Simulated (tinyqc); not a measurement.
Donors on two lattice sites with valley-orbit split states: sweeps and comparisons. A value that a table varies takes the place of the one given here.

Each donor binds at most one electron, in any of its states. For a site s, W_s = sum over its states of g exp(E/kT), and the ionised share is 1/(1 + W_s exp(eta)), eta = (EF - Ec)/kT; n = Nc F_1/2(eta); neutrality n + NA = ND x (mean ionised share, the two sites in equal numbers); holes are neglected. Nc from N = 2 (m kB T/(4 pi c))^(3/2) with c = hbar^2/2m0, in 1/angstrom^3; times 1e24 for 1/cm^3, m = md. F_j(eta) = (1/Gamma(j + 1)) integral_0^infinity x^j dx/(1 + exp(x - eta)), which tends to exp(eta) for eta << 0.

Mobility (Caughey-Thomas form): mu = mu0 + (mu1 (T/300)^(-ga) - mu0)/(1 + ((ND + NA)/Nr)^de); rho = 1/(e n mu), e = 1.602176634e-19 C.

Constants: hbar^2/2m0 = 3.80998211 eV angstrom^2; kB = 8.617333262e-05 eV/K.

Inputs chosen for the exercise (near those of nitrogen in 4H-SiC; the results hold for these values, not for the real material):
```
symbol  value                      unit        meaning
md      0.813                      m0          density-of-states mass of the conduction band
E       (56.4, 48.6, 124.8, 82.2)  meV         binding energies of h ground, h excited, k ground, k excited
g       (2, 4, 2, 4)                           their degeneracies with spin
ND      1.8e+16                    1/cm^3      donors, half on each site
NA      3.2e+15                    1/cm^3      compensating acceptors, all ionised
T       300                        K
mu0     38                         cm^2/(V s)  mobility at heavy doping
mu1     937                        cm^2/(V s)  mobility at light doping and 300 K
Nr      1.8e+17                    1/cm^3      reference doping
de      0.61                                   doping exponent
ga      2.4                                    temperature exponent
```

## What the excited states change

The last columns keep only the ground state of each site (g = 2).

Results:
```
T (K)  effective degeneracy, h site     eta  n (1/cm^3)  n, ground states only  ratio
40                             2.42  -16.65    5.26e+10               6.36e+10  0.828
60                             2.88  -11.38    1.88e+13               2.69e+13  0.696
80                             3.29   -8.94    3.33e+14               5.06e+14  0.658
110                            3.76   -7.60    2.04e+15               2.75e+15  0.744
150                            4.19   -7.28    4.50e+15               5.15e+15  0.874
200                            4.54   -7.18    7.63e+15               8.17e+15  0.933
250                            4.78   -7.16    1.08e+16               1.15e+16  0.945
300                            4.96   -7.27    1.28e+16               1.33e+16  0.961
400                            5.19   -7.60    1.42e+16               1.44e+16  0.983
500                            5.34   -7.91    1.45e+16               1.47e+16  0.991
```

The effective degeneracy grows from 2.42 to 5.34. Excited states hold electrons back, so the ratio is never above 1; it is lowest, 0.658, at 80 K of those listed, and 0.961 at 300 K. At low T the excited states empty out, and at high T more donors are ionised (n is 98 % of ND - NA in the last row), so the effect is largest in between.

## Ionisation and resistivity against doping

NA = 0.

Results:
```
ND (1/cm^3)  n (1/cm^3)   n/ND  mu (cm^2/(V s))  rho (ohm cm)  rho at full ionisation
1.0e+14        9.99e+13  0.999              928          67.3                    67.3
1.0e+15        9.90e+14  0.990              901          7.00                    6.93
1.0e+16        9.16e+15  0.916              805         0.846                   0.775
3.0e+16        2.44e+16  0.815              711         0.359                   0.292
1.0e+17        6.56e+16  0.656              567         0.168                   0.110
3.0e+17        1.50e+17  0.499              418        0.0998                  0.0498
1.0e+18        3.42e+17  0.342              272        0.0673                  0.0230
2.0e+18        5.29e+17  0.265              206        0.0572                  0.0151
```

From 1e16 to 1e18 1/cm^3 rho falls by a factor 12.6, not 100: the mobility takes a factor 2.96 and incomplete ionisation 2.68. n/ND is below 0.9 from 3e+16 1/cm^3 on. Near 1e19 1/cm^3 and above the levels merge with the band, and already below that screening lowers the binding energy, so the last rows understate n.

## Compensation sets the slope of the freeze-out

NA = K ND. The slope energy is -d ln(n T^(-p))/d(1/kT) between 50 and 60 K, with p = 3/4 for K = 0 and p = 3/2 otherwise.

Results:
```
K       n(50 K) (1/cm^3)  n(60 K) (1/cm^3)  slope energy (meV)
0               9.31e+13          3.01e+14               26.82
0.0010          8.45e+13          2.92e+14               25.01
0.010           3.91e+13          2.23e+14               37.95
0.050           8.67e+12          8.50e+13               51.92
0.20            1.46e+12          1.55e+13               54.08
0.50            4.01e+08          1.68e+10               89.50
```

Without acceptors the slope is 26.82 meV, against half the h-site ground-state energy, 28.20; with K = 0.05 it is 51.92 meV, against the full 56.4. The full energy (less a few meV where excited levels lie within a few kT) shows where n is far below NA, since the acceptors then hold EF near the donor level: n(60 K)/NA is 16 for K = 0.001 and 0.094 for K = 0.05; for K = 0.001 the sample is still in or near the uncompensated regime, where p = 3/2 is the wrong power, so that slope means little. At K = 0.5 the acceptors have taken as many electrons as there are h sites, EF sits between the two levels, and the slope is 89.5 meV against their mean of 90.6.

## What moves the carrier density

All results formed anew. Each row changes one parameter from the base and keeps the others.

Results:
```
case                                  eta  n (1/cm^3)  rho (ohm cm)
base                               -7.271   1.279e+16        0.6550
E = (61.4, 48.6, 124.8, 82.2) meV  -7.273   1.277e+16        0.6560
md = 0.894 m0                      -7.398   1.299e+16        0.6448
ND = 3.6e+16 1/cm^3                -6.567   2.586e+16        0.3536
NA = 5e+15 1/cm^3                  -7.404   1.120e+16        0.7556
T = 330 K                          -7.364   1.344e+16        0.7813
Nr = 3.6e+17 1/cm^3                -7.271   1.279e+16        0.6091
```

The largest shifts from the base row, up to three for each result and ties (the steps differ in size, so this ranks the rows, not the parameters). eta: ND +0.704, NA -0.133, md -0.127; unchanged at the printed digits by Nr. n (1/cm^3): ND +1.31e+16, NA -1.59e+15, T +6.50e+14; unchanged at the printed digits by Nr. rho (ohm cm): ND -0.301, T +0.126, NA +0.101.

Run: tinyqc, `OMP_NUM_THREADS=1 python tinyqc.py 1680401 1680402 out.jsonl`; Intel(R) Xeon(R) Processor @ 2.30GHz, one thread, shared host; about 0.01 s of CPU time with all checks.
